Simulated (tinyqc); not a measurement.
Van der Pauw, Hall and four-point-probe measurements on a doped layer: one step of the calculation.

A uniform n-type layer with sheet resistance Rs = 1/(q ns mu), point contacts, low field (mu B small).

Question. Sheet density, mobility and bulk values. Rs = 1/z; Hall sheet density B I/(q |VH|); Hall mobility |VH|/(Rs B I); true values ns = rH times the Hall density, mu = Hall mobility/rH; bulk density ns/t, resistivity Rs t; correction factor F = Rs/[(pi/ln 2)(RA + RB)/2].

Parameters, values chosen for the exercise: Hall factor rH = 1.18; magnetic field B = 0.55 T; current I = 10 uA; thickness of the layer t = 66 nm.

Constants: q = 1.602176634e-19 C. Results are converted to the units shown.

converged z = 12.976029 mS
VH = -0.0044513620 mV
RA = 3.1097471 ohm
RB = 52.203486 ohm

Find: Rs; Hall sheet density; Hall mobility; ns; mu; bulk density; resistivity; F.

Answer.

Rs = 77.065 ohm/square
Hall sheet density = 7.7119e14 cm^-2
Hall mobility = 105.02 cm^2/(V s)
ns = 9.1000e14 cm^-2
mu = 89.000 cm^2/(V s)
bulk density = 1.3788e20 cm^-3
resistivity = 5.0863e-4 ohm cm
F = 0.61480

tinyqc, about 0.01 s, one thread, Intel Xeon 2.30GHz (shared host): `OMP_NUM_THREADS=1 python tinyqc.py 2850203 2850204 out.jsonl`
